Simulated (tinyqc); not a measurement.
Effective-mass impurity with a central-cell term, in a basis of Slater functions: one step, computed by the program tinyqc.

The envelope obeys H = -nabla^2 - (2/r) [Z + A exp(-kappa r)] in effective units, with kappa = a*/lambda; positive A deepens the well near the core.

Question. Matrices over the s basis. zeta_i = zeta_1 beta^(i-1), i = 1..n. For s functions exp(-zeta r), with s = zeta_i + zeta_j: S = 2/s^3, T = zeta_i zeta_j S, V = -2 Z/s^2, W = -2 A/(s + kappa)^2; each function is normalised by dividing by sqrt(S_ii S_jj).

Inputs (values chosen for the exercise, with mass and screening modelled on beta-Ga2O3):
```
quantity                  value  unit
charge Z of the core          2     -
central-cell strength A    -4.9     -
basis size n                  2     -
smallest exponent zeta_1   0.43  1/a*
ratio beta of exponents     2.1     -
```

Impurity: donor, one isotropic band.

kappa = 10.10247 1/a*

Give: exponents; overlap S; kinetic T; Coulomb V; central cell W.

Answer.

exponents (1/a*): 0.43  0.903

overlap S:
```
       1      2
1  1.000  0.817
2  0.817  1.000
```

kinetic T (Ry*):
```
        1         2
1  0.1849    0.3173
2  0.3173  0.815409
```

Coulomb V (Ry*):
```
        1       2
1   -1.72  -2.179
2  -2.179  -3.612
```

central cell W (Ry*):
```
         1        2
1  0.02593  0.07253
2  0.07253   0.2035
```
